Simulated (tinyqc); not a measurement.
Inside a calculation. Method: plane-wave Kohn-Sham cycle with exchange-only LDA in a layered model solid. Computed by tinyqc, a small Python program that keeps every step. Settings: points = 16, plane-wave index or count = 2, electrons = 4, k points = 3, area = 27.0, mixing = 1.0, iteration cap = 68, Pulay depth = 5. Command: `OMP_NUM_THREADS=1 python tinyqc.py 28446 28447 out.jsonl` (the two numbers bound the seeds that draw the settings). One thread of a shared host (Intel(R) Xeon(R) Processor @ 2.60GHz), about 0.01 s of CPU time with the checks. Later iterations appear only in the table of the cycle.

## Iteration 1: potential

A solid whose potential varies along x alone (atomic units):
```
parameter                      value
period a                   10.000000
cross-section of the cell  27.000000
electrons per cell                 4
grid points                       16
plane waves -n..n, n               2
k points                           3
V1 in V1 cos(2 pi x/a)     -0.590000
```

density at the start, on the grid x_j = j a/N (e/bohr^3): 0.01481481  0.01481481  0.01481481  0.01481481  0.01481481  0.01481481  0.01481481  0.01481481  0.01481481  0.01481481  0.01481481  0.01481481  0.01481481  0.01481481  0.01481481  0.01481481

V_H(G) = 4 pi rho(G)/G^2 for G != 0 (uniform background); v_x = -(3 rho/pi)^(1/3); V = V_ext + V_H + v_x; Fourier components f(G_m) = (1/N) sum_j f(x_j) exp(-i G_m x_j).

Potentials on the grid (hartree):
```
x             V_ext       V_H        v_x          V
0.000000  -0.590000  0.000000  -0.241855  -0.831855
0.625000  -0.545089  0.000000  -0.241855  -0.786944
1.250000  -0.417193  0.000000  -0.241855  -0.659048
1.875000  -0.225783  0.000000  -0.241855  -0.467639
2.500000          0  0.000000  -0.241855  -0.241855
3.125000   0.225783  0.000000  -0.241855  -0.016072
3.750000   0.417193  0.000000  -0.241855   0.175338
4.375000   0.545089  0.000000  -0.241855   0.303233
5.000000   0.590000  0.000000  -0.241855   0.348145
5.625000   0.545089  0.000000  -0.241855   0.303233
6.250000   0.417193  0.000000  -0.241855   0.175338
6.875000   0.225783  0.000000  -0.241855  -0.016072
7.500000          0  0.000000  -0.241855  -0.241855
8.125000  -0.225783  0.000000  -0.241855  -0.467639
8.750000  -0.417193  0.000000  -0.241855  -0.659048
9.375000  -0.545089  0.000000  -0.241855  -0.786944
```

V(G_m), m = 0, 1, 2, ... (hartree): -0.241855  -0.295000  0.000000  0.000000  0.000000

## Iteration 1: Hamiltonian at one k

k = 0.000000 2 pi / a

H(m,m') = (k + G_m)^2/2 delta + V(G_m - G_m'), with V(-G) = V(G).

H (hartree), lower triangle:
```
           -2         -1         +0         +1        +2
-2   0.547713
-1  -0.295000  -0.044463
+0   0.000000  -0.295000  -0.241855
+1   0.000000   0.000000  -0.295000  -0.044463
+2   0.000000   0.000000   0.000000  -0.295000  0.547713
```

## Iteration 1: levels at that k

Diagonalise the Hermitian matrix.

eigenvalues (hartree): -0.602596  -0.166338  0.161580  0.669588  0.702410

## Iteration 1: new density

Motion across x is left out: the lowest 2 band(s) hold two electrons at each of the k points (j + 1/2)/nk - 1/2. Residual R = rho(out) - rho(in); rho(new) = rho(in) + 1 R. rho(out) = 2/(a A nk) sum |psi|^2 with psi = sum c exp(i G x). Harris energy E = band energy - dV sum rho (V_H/2 + v_x) + (3/4) dV sum rho v_x with rho(in), dV = a A/N, band energy = (2/nk) sum of the filled levels.

rho(out) (e/bohr^3): 0.02638474  0.02820369  0.02959090  0.02470183  0.01474057  0.00594431  0.00162479  0.00040942  0.00022127  0.00040942  0.00162479  0.00594431  0.01474057  0.02470183  0.02959090  0.02820369

density after iteration 1 (e/bohr^3): 0.02638474  0.02820369  0.02959090  0.02470183  0.01474057  0.00594431  0.00162479  0.00040942  0.00022127  0.00040942  0.00162479  0.00594431  0.01474057  0.02470183  0.02959090  0.02820369

energy per cell = -1.29608089 hartree

## Iteration 2: potential

As before.

Potentials on the grid (hartree):
```
x             V_ext        V_H        v_x          V
0.000000  -0.590000   0.503798  -0.293162  -0.379365
0.625000  -0.545089   0.474552  -0.299750  -0.370287
1.250000  -0.417193   0.379716  -0.304586  -0.342063
1.875000  -0.225783   0.215097  -0.286792  -0.297478
2.500000          0   0.004142  -0.241451  -0.237309
3.125000   0.225783  -0.207008  -0.178385  -0.159609
3.750000   0.417193  -0.376560  -0.115768  -0.075136
4.375000   0.545089  -0.482641  -0.073122  -0.010674
5.000000   0.590000  -0.518393  -0.059561   0.012046
5.625000   0.545089  -0.482641  -0.073122  -0.010674
6.250000   0.417193  -0.376560  -0.115768  -0.075136
6.875000   0.225783  -0.207008  -0.178385  -0.159609
7.500000          0   0.004142  -0.241451  -0.237309
8.125000  -0.225783   0.215097  -0.286792  -0.297478
8.750000  -0.417193   0.379716  -0.304586  -0.342063
9.375000  -0.545089   0.474552  -0.299750  -0.370287
```

V(G_m), m = 0, 1, 2, ... (hartree): -0.209527  -0.096181  0.013435  -0.002150  -0.000471

## Iteration 2: Hamiltonian at one k

k = 0.000000 2 pi / a

As before.

H (hartree), lower triangle:
```
           -2         -1         +0         +1        +2
-2   0.580041
-1  -0.096181  -0.012135
+0   0.013435  -0.096181  -0.209527
+1  -0.002150   0.013435  -0.096181  -0.012135
+2  -0.000471  -0.002150   0.013435  -0.096181  0.580041
```

## Iteration 2: levels at that k

As before.

eigenvalues (hartree): -0.277029  -0.039823  0.050388  0.594766  0.597984

## Iteration 2: new density

B (overlaps of the stored error matrices):
```
                1               2
1   2.2578970e-03  -1.0641170e-03
2  -1.0641170e-03   5.6554812e-04
```

Motion across x is left out: the lowest 2 band(s) hold two electrons at each of the k points (j + 1/2)/nk - 1/2. Residual R = rho(out) - rho(in); rho(new) = rho(in) + 1 R; Pulay mixing then takes sum c_i of the stored mixed densities, with c from B_ij = sum R_i R_j as in DIIS. rho(out) = 2/(a A nk) sum |psi|^2 with psi = sum c exp(i G x). Harris energy E = band energy - dV sum rho (V_H/2 + v_x) + (3/4) dV sum rho v_x with rho(in), dV = a A/N, band energy = (2/nk) sum of the filled levels.

rho(out) (e/bohr^3): 0.01917111  0.02021415  0.02186799  0.02141600  0.01785263  0.01262602  0.00792608  0.00500309  0.00405402  0.00500309  0.00792608  0.01262602  0.01785263  0.02141600  0.02186799  0.02021415

DIIS coefficients: 0.329114  0.670886

density after iteration 2 (e/bohr^3): 0.02154521  0.02284362  0.02440970  0.02249742  0.01682841  0.01042697  0.00585224  0.00349125  0.00279261  0.00349125  0.00585224  0.01042697  0.01682841  0.02249742  0.02440970  0.02284362

energy per cell = -0.99488508 hartree

## Convergence

Stop when sqrt(dV sum R^2) is below 1e-8, dV = a A/N.

Course of the cycle:
```
iteration  E (hartree)  norm of the residual
1          -1.29608089              1.95e-01
2          -0.99488508              9.77e-02
3          -0.94260283              9.97e-03
4          -0.94191420              1.39e-03
5          -0.94190141              1.64e-04
6          -0.94190123              3.37e-06
7          -0.94190123              8.91e-08
8          -0.94190123              6.09e-10
```

Converged in 8 iterations. Before convergence this energy mixes input and output and is not variational, so it may rise towards its limit.
